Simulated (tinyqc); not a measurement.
Raising U: Hubbard chain of 6 sites, mean field against exact. Computed by the program tinyqc. 

one-body matrix (hopping and site energies) (eV):
```
,1,2,3,4,5,6
1,0.0000,-0.7100,0.0000,0.0000,0.0000,0.0000
2,-0.7100,0.0000,-0.7100,0.0000,0.0000,0.0000
3,0.0000,-0.7100,0.0000,-0.7100,0.0000,0.0000
4,0.0000,0.0000,-0.7100,0.0000,-0.7100,0.0000
5,0.0000,0.0000,0.0000,-0.7100,0.0000,-0.7100
6,0.0000,0.0000,0.0000,0.0000,-0.7100,0.0000
```

electrons, up and down: 3  3

Collinear unrestricted mean field (the lowest of 40 random starts) against exact diagonalisation.

Exact and mean-field results (eV):
```
U,U/t,E exact,E mean field,mean |n_up - n_down|,"double occupancy, exact",first gap in the sector
0.3500,0.4930,-4.460787,-4.436422,0.0000,0.2268,0.5634
0.7100,1.0000,-3.996514,-3.896422,0.0000,0.2031,0.5041
1.4200,2.0000,-3.227883,-2.873387,0.4041,0.1584,0.4108
2.1300,3.0000,-2.638408,-2.152103,0.6726,0.1197,0.3396
2.8400,4.0000,-2.195721,-1.684435,0.8030,0.0896,0.2848
4.2600,6.0000,-1.609365,-1.156725,0.9093,0.0522,0.2102
5.6800,8.0000,-1.255350,-0.876327,0.9485,0.0329,0.1644
8.5200,12.0000,-0.862931,-0.588369,0.9770,0.0160,0.1132
14.2000,20.0000,-0.526458,-0.354289,0.9917,0.0061,0.0691
```

In absolute terms mean field is worst at U/t = 4.0, 0.511 eV too high: at small U it is nearly exact, and at large U it misses only exchange-scale energies. Its local moments set in at U/t = 2.0 of those listed, a broken symmetry that the exact state of a finite cluster with equal spins does not have. Relative to the exact energy its error is 0.5 % at the smallest U, 33 % at most and 33 % at the largest. The double occupancy falls from 0.227 to 0.006; at the largest U the first gap is 0.49 times the exchange scale 4t^2/U.
